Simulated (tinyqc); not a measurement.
Inside a calculation: valley splitting in a one-orbital chain of atomic planes (second-neighbour model). Values are carried at full precision from step to step, so a last printed digit may differ when a step is redone from the rounded ones.

Each (001) plane carries one orbital with energy e0, hopping v to the next plane and u to the second: E(phi) = e0 + 2 v cos(phi) + 2 u cos(2 phi), where phi = pi - k a/4 (the sign of every second orbital is chosen so that v > 0, which shifts the phase by pi). The minimum lies at cos(phi0) = -v/(4u), phi0 = pi - (pi/2) k0 for a valley at k0 (2 pi/a), and e0 puts it at zero. A slab of N planes has hard walls: the matrix simply ends.

Constants: hbar^2/2m0 = 3.80998211 eV angstrom^2.

Inputs chosen for the exercise (near those of the Delta valleys of silicon; abrupt walls in this chain split the valleys several times more than measured wells; shifted at random, so the results belong to these values and not to a real crystal):
```
symbol  value  unit      meaning
a       5.424  angstrom  lattice constant; planes lie a/4 apart
k0      0.805  2 pi/a    position of the valley
ml      0.902  m0        longitudinal mass
N       11               planes in the small slab
```

## Hoppings from the valley position and mass

The curvature at the minimum is d2E/dphi2 = 8 u sin^2(phi0) = (2c/ml)/(a/4)^2 with c = hbar^2/2m0; v = -4 u cos(phi0); e0 = 2u + v^2/(4u).

phi0 = 1.87710 rad
u = 0.63174 eV
v = 0.76197 eV
e0 = 1.49324 eV

## The bulk band

E at phi = j pi/10.

Band:
```
phi/pi  E (eV)
0.0     4.2807
0.1     3.9648
0.2     3.1166
0.3     1.9986
0.4     0.9420
0.5     0.2298
0.6     0.0001
0.7     0.2071
0.8     0.6508
0.9     1.0661
1.0     1.2328
```

## Hamiltonian of the slab

e0 on the diagonal, v and u on the first and second off-diagonals.

H (eV):
```
         1       2       3       4       5       6       7       8       9      10      11
1   1.4932  0.7620  0.6317       0       0       0       0       0       0       0       0
2   0.7620  1.4932  0.7620  0.6317       0       0       0       0       0       0       0
3   0.6317  0.7620  1.4932  0.7620  0.6317       0       0       0       0       0       0
4        0  0.6317  0.7620  1.4932  0.7620  0.6317       0       0       0       0       0
5        0       0  0.6317  0.7620  1.4932  0.7620  0.6317       0       0       0       0
6        0       0       0  0.6317  0.7620  1.4932  0.7620  0.6317       0       0       0
7        0       0       0       0  0.6317  0.7620  1.4932  0.7620  0.6317       0       0
8        0       0       0       0       0  0.6317  0.7620  1.4932  0.7620  0.6317       0
9        0       0       0       0       0       0  0.6317  0.7620  1.4932  0.7620  0.6317
10       0       0       0       0       0       0       0  0.6317  0.7620  1.4932  0.7620
11       0       0       0       0       0       0       0       0  0.6317  0.7620  1.4932
```

## Levels and the valley doublet

Diagonalise H. The two lowest levels are the doublet made from the valleys at +k0 and -k0; give their splitting, the weights of the lowest state, and its parity under reversal of the planes.

levels (eV): 0.1196  0.1430  0.4684  0.4946  0.8797  1.0225  1.1713  1.8316  2.7058  3.5117  4.0774

splitting = 23.39 meV

weights on the planes: 0.048  0.016  0.106  0.160  0.024  0.293  0.024  0.160  0.106  0.016  0.048

parity of the lowest state: even

The mean of the doublet lies 0.1313 eV above the bulk minimum, and level 3 lies 0.3370 eV above that mean; the weights oscillate from plane to plane because the two valleys interfere.

## Checks

- Mean of the doublet for 400 planes against the effective-mass level with W = 402 a/4 (meV): both 0.1403.

Program tinyqc; command `OMP_NUM_THREADS=1 python tinyqc.py 1450627 1450628 out.jsonl`; about 0.01 s on one thread of a shared Intel(R) Xeon(R) Processor @ 2.30GHz.
